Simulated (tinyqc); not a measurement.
Interstitial-substitutional diffusion of a fast metal impurity in a wafer (kick-out and dissociative mechanisms): one step, computed by the program tinyqc. Command: `OMP_NUM_THREADS=1 python tinyqc.py 3014882 3014883 out.jsonl kickout walk`. One thread of a shared host (Intel(R) Xeon(R) Processor @ 2.30GHz), about 0.2 s of CPU time with the checks.

The metal moves as an interstitial A_i and dissolves on lattice sites either by kicking out a self-interstitial (A_i = A_s + I) or by filling a vacancy (A_i + V = A_s). With A_i at its solubility, local equilibrium and c = C_s/C_s*, self-interstitials and vacancies obey C_I/C_I* = 1/c and C_V/C_V* = c.

Question. Diffusivity against concentration. In defect-free silicon dc/dt = d/dx [(D_K/c^2 + D_F) dc/dx], c = 1 at both faces. D_K = D_I C_I*/C_s* and D_F = D_V C_V*/C_s*. The two terms are equal at c* = sqrt(D_K/D_F). Take c = 1, 0.5, 0.2, 0.1, 0.03 and 0.01.

Inputs (values chosen for the exercise, loosely like those of a heavy transition metal in silicon): temperature T = 975 C.

D_K = 1.137287e-10 cm^2/s

D_F = 9.002131e-11 cm^2/s

Give: c*; Effective diffusivity (cm^2/s).

Answer.

c* = 1.124

Effective diffusivity (cm^2/s):
```
c     kick-out term      total
1.00      1.137e-10  2.037e-10
0.50      4.549e-10  5.449e-10
0.20      2.843e-09  2.933e-09
0.10      1.137e-08  1.146e-08
0.03      1.264e-07  1.265e-07
0.01      1.137e-06  1.137e-06
```
